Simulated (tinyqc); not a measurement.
Decay of LO phonons and the hot-phonon bottleneck in the cooling of electrons. From Raman width Gamma back to lifetime at T = 0, tau_0. Computed by tinyqc, a small Python program. Command: `OMP_NUM_THREADS=1 python tinyqc.py 3017697 3017698 out.jsonl hotphonon inv`. One thread of a shared host (Intel(R) Xeon(R) Processor @ 2.30GHz), about 0.02 s of CPU time with the checks.

n(E, T) = 1/(exp(E/(k_B T)) - 1) is the Bose occupation. Electrons have a temperature T_e; the LO modes within their reach share one occupation N; the decay products stay at the lattice temperature.

Inputs (values chosen for the exercise, modelled on zinc oxide): LO energy hbar omega = 73.8 meV; share f of the energy in the softer product = 0.23; lattice temperature T = 400 K.

Decay channel: two unequal phonons (Ridley).

Constants: k_B = 8.617333262e-05 eV/K; c = 299792458 m/s.

Method. Decay rate 1/tau = (1/tau_0) [1 + n(f hbar omega) + n((1 - f) hbar omega)]. Full width Gamma = 1/(2 pi c tau) in 1/cm, c in cm/s.

Question. A run gave the result below. Find the lifetime at T = 0, tau_0, known to lie between 0.72 and 1.7 ps.

Raman width Gamma = 13.3658 1/cm

Answer.

Each step takes the trial c = (a f_b - b f_a)/(f_b - f_a), f being the result less the target and a, b, c the logarithms of the listed values; c replaces end b, the old b replaces a if the sign of f changed, and otherwise f_a is halved.

Scan of the range:
```
lifetime at T = 0, tau_0 (ps)  Raman width Gamma (1/cm)
0.720                                           20.7170
0.831                                           17.9497
0.959                                           15.5539
1.110                                           13.4380
1.280                                           11.6533
1.470                                           10.1471
1.700                                            8.7743
```

False position (Illinois rule, in the logarithm of the input) inside the bracket:
```
step    end a    end b    trial  Raman width Gamma (1/cm)
1     1.11000  1.28000  1.11642                   13.3608
2     1.11000  1.11642  1.11563                   13.3702
3     1.11642  1.11563  1.11600                   13.3658
4     1.11563  1.11600  1.11600                   13.3658
```

Raman width Gamma falls at every point of a 13-point scan of the range (every second point is shown), so one value fits; it is bracketed by 1.11 and 1.28. The scan shows a pure power law with exponent -1.0000, so scaling from any one row also gives the answer directly. Answer: lifetime at T = 0, tau_0 = 1.116 ps.
